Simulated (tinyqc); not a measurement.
Inside a calculation. Method: empirical pseudopotential in a few plane waves. Computed by tinyqc, a small Python program that keeps every step. Settings: plane-wave index or count = 15. Command: `OMP_NUM_THREADS=1 python tinyqc.py 23197 23198 out.jsonl` (the two numbers bound the seeds that draw the settings). One thread of a shared host (Intel(R) Xeon(R) Processor @ 2.60GHz), about 0.2 s of CPU time with the checks.

## Bloch Hamiltonian at G

Parameters chosen for this model: fcc lattice, atoms at +/- a/8 (1,1,1); form factors in rydberg at |G|^2 in units of (2 pi/a)^2:
```
parameter                 value      unit
a                      5.300000  angstrom
VS(3)                 -0.259000        Ry
VS(8)                  0.003000        Ry
VS(11)                 0.036000        Ry
VA(3)                  0.141000        Ry
VA(4)                  0.092000        Ry
VA(11)                 0.024000        Ry
hbar^2/2m (2 pi/a)^2   5.354648        eV
```

k point G (2 pi / a): 0  0  0

Basis: the 15 shortest G (labels in 2 pi/a), the same at every k. H(G,G') = c |k + G|^2 delta + VS(|G-G'|^2) cos((G-G').tau) + i VA sin((G-G').tau), tau = a/8 (1,1,1); 1 Ry = 13.605693 eV.

H(k) at G (eV):
```
                     +0+0+0               -1-1-1               -1-1+1               -1+1-1
+0+0+0             0.000000   2.491756+1.356516i  -2.491756+1.356516i  -2.491756+1.356516i
-1-1-1   2.491756-1.356516i            16.063944   0.000000-1.251724i   0.000000-1.251724i
-1-1+1  -2.491756-1.356516i   0.000000+1.251724i            16.063944             0.040817
-1+1-1  -2.491756-1.356516i   0.000000+1.251724i             0.040817            16.063944
-1+1+1  -2.491756+1.356516i            -0.040817   0.000000+1.251724i   0.000000+1.251724i
+1-1-1  -2.491756-1.356516i   0.000000+1.251724i             0.040817             0.040817
+1-1+1  -2.491756+1.356516i            -0.040817   0.000000+1.251724i             0.000000
+1+1-1  -2.491756+1.356516i            -0.040817             0.000000   0.000000+1.251724i
+1+1+1   2.491756+1.356516i             0.000000            -0.040817            -0.040817
-2+0+0   0.000000-1.251724i  -2.491756+1.356516i  -2.491756-1.356516i  -2.491756-1.356516i
+0-2+0   0.000000-1.251724i  -2.491756+1.356516i  -2.491756-1.356516i   0.346344-0.230896i
+0+0-2   0.000000-1.251724i  -2.491756+1.356516i   0.346344-0.230896i  -2.491756-1.356516i
+0+0+2   0.000000+1.251724i  -0.346344-0.230896i   2.491756+1.356516i  -0.346344+0.230896i
+0+2+0   0.000000+1.251724i  -0.346344-0.230896i  -0.346344+0.230896i   2.491756+1.356516i
+2+0+0   0.000000+1.251724i  -0.346344-0.230896i  -0.346344+0.230896i  -0.346344+0.230896i

                     -1+1+1               +1-1-1               +1-1+1               +1+1-1
+0+0+0  -2.491756-1.356516i  -2.491756+1.356516i  -2.491756-1.356516i  -2.491756-1.356516i
-1-1-1            -0.040817   0.000000-1.251724i            -0.040817            -0.040817
-1-1+1   0.000000-1.251724i             0.040817   0.000000-1.251724i             0.000000
-1+1-1   0.000000-1.251724i             0.040817             0.000000   0.000000-1.251724i
-1+1+1            16.063944             0.000000             0.040817             0.040817
+1-1-1             0.000000            16.063944   0.000000-1.251724i   0.000000-1.251724i
+1-1+1             0.040817   0.000000+1.251724i            16.063944             0.040817
+1+1-1             0.040817   0.000000+1.251724i             0.040817            16.063944
+1+1+1   0.000000+1.251724i            -0.040817   0.000000+1.251724i   0.000000+1.251724i
-2+0+0   2.491756-1.356516i   0.346344-0.230896i  -0.346344-0.230896i  -0.346344-0.230896i
+0-2+0  -0.346344-0.230896i  -2.491756-1.356516i   2.491756-1.356516i  -0.346344-0.230896i
+0+0-2  -0.346344-0.230896i  -2.491756-1.356516i  -0.346344-0.230896i   2.491756-1.356516i
+0+0+2  -2.491756+1.356516i  -0.346344+0.230896i  -2.491756+1.356516i   0.346344+0.230896i
+0+2+0  -2.491756+1.356516i  -0.346344+0.230896i   0.346344+0.230896i  -2.491756+1.356516i
+2+0+0   0.346344+0.230896i   2.491756+1.356516i  -2.491756+1.356516i  -2.491756+1.356516i

                     +1+1+1               -2+0+0               +0-2+0               +0+0-2
+0+0+0   2.491756-1.356516i   0.000000+1.251724i   0.000000+1.251724i   0.000000+1.251724i
-1-1-1             0.000000  -2.491756-1.356516i  -2.491756-1.356516i  -2.491756-1.356516i
-1-1+1            -0.040817  -2.491756+1.356516i  -2.491756+1.356516i   0.346344+0.230896i
-1+1-1            -0.040817  -2.491756+1.356516i   0.346344+0.230896i  -2.491756+1.356516i
-1+1+1   0.000000-1.251724i   2.491756+1.356516i  -0.346344+0.230896i  -0.346344+0.230896i
+1-1-1            -0.040817   0.346344+0.230896i  -2.491756+1.356516i  -2.491756+1.356516i
+1-1+1   0.000000-1.251724i  -0.346344+0.230896i   2.491756+1.356516i  -0.346344+0.230896i
+1+1-1   0.000000-1.251724i  -0.346344+0.230896i  -0.346344+0.230896i   2.491756+1.356516i
+1+1+1            16.063944  -0.346344-0.230896i  -0.346344-0.230896i  -0.346344-0.230896i
-2+0+0  -0.346344+0.230896i            21.418592             0.040817             0.040817
+0-2+0  -0.346344+0.230896i             0.040817            21.418592             0.040817
+0+0-2  -0.346344+0.230896i             0.040817             0.040817            21.418592
+0+0+2  -2.491756-1.356516i            -0.040817            -0.040817             0.000000
+0+2+0  -2.491756-1.356516i            -0.040817             0.000000            -0.040817
+2+0+0  -2.491756-1.356516i             0.000000            -0.040817            -0.040817

                     +0+0+2               +0+2+0               +2+0+0
+0+0+0   0.000000-1.251724i   0.000000-1.251724i   0.000000-1.251724i
-1-1-1  -0.346344+0.230896i  -0.346344+0.230896i  -0.346344+0.230896i
-1-1+1   2.491756-1.356516i  -0.346344-0.230896i  -0.346344-0.230896i
-1+1-1  -0.346344-0.230896i   2.491756-1.356516i  -0.346344-0.230896i
-1+1+1  -2.491756-1.356516i  -2.491756-1.356516i   0.346344-0.230896i
+1-1-1  -0.346344-0.230896i  -0.346344-0.230896i   2.491756-1.356516i
+1-1+1  -2.491756-1.356516i   0.346344-0.230896i  -2.491756-1.356516i
+1+1-1   0.346344-0.230896i  -2.491756-1.356516i  -2.491756-1.356516i
+1+1+1  -2.491756+1.356516i  -2.491756+1.356516i  -2.491756+1.356516i
-2+0+0            -0.040817            -0.040817             0.000000
+0-2+0            -0.040817             0.000000            -0.040817
+0+0-2             0.000000            -0.040817            -0.040817
+0+0+2            21.418592             0.040817             0.040817
+0+2+0             0.040817            21.418592             0.040817
+2+0+0             0.040817             0.040817            21.418592
```

## Levels at G

Diagonalise the Hermitian matrix.

eigenvalues (eV): -5.581584  11.322493  11.322493  11.322493  11.743235  16.962786  16.962786  16.962786  20.335290  21.336958  21.336958  25.179567  25.179567  25.179567  27.457709

## Bands along a path

The same steps at evenly spaced points between the labelled ones.

Bands along the path (eV), lowest eight:
```
k            band 1     band 2     band 3     band 4     band 5     band 6     band 7     band 8
L         -3.854723   4.978449  10.775705  10.775705  13.111024  17.264464  17.264464  20.762520
L-G 0.25  -4.431088   5.791431  10.719141  10.719141  13.139171  17.343545  17.343545  20.843589
L-G 0.50  -5.018376   7.347146  10.893375  10.893375  13.456572  17.605989  17.605989  18.293996
L-G 0.75  -5.433789   9.355758  11.173984  11.173984  13.253207  16.840108  17.299145  17.299145
G         -5.581584  11.322493  11.322493  11.322493  11.743235  16.962786  16.962786  16.962786
G-X 0.25  -5.384444   9.288101  10.832435  10.832435  14.001492  15.852460  17.881601  17.881601
G-X 0.50  -4.829462   7.416864   9.995031   9.995031  14.424771  15.269714  18.589817  19.970797
G-X 0.75  -4.043920   5.957005   9.439247   9.439247  13.602482  14.097849  21.264922  22.568859
X         -3.287609   5.124589   9.385587   9.385587  13.312164  13.708244  24.703234  25.531801
```

With 4 band(s) filled, the highest filled level on these points lies at G and the lowest empty one at G: a gap of 0.4207 eV, direct. This holds for the small fixed basis; with all plane waves up to |k + G|^2 = 21 (2 pi/a)^2 the gap along the path is 0.49 eV.

## Convergence with the number of plane waves

Levels at G counted from the fourth one.

Levels (eV):
```
plane waves     level 1   level 5   level 8
9            -18.625480  1.112881  2.503448
15           -16.904077  0.420742  5.640293
27           -16.056747  0.502448  6.117892
51           -15.632853  0.432645  6.511155
59           -15.529650  0.484222  6.418093
65           -15.512723  0.477545  6.421564
89           -15.499890  0.479228  6.426671
```
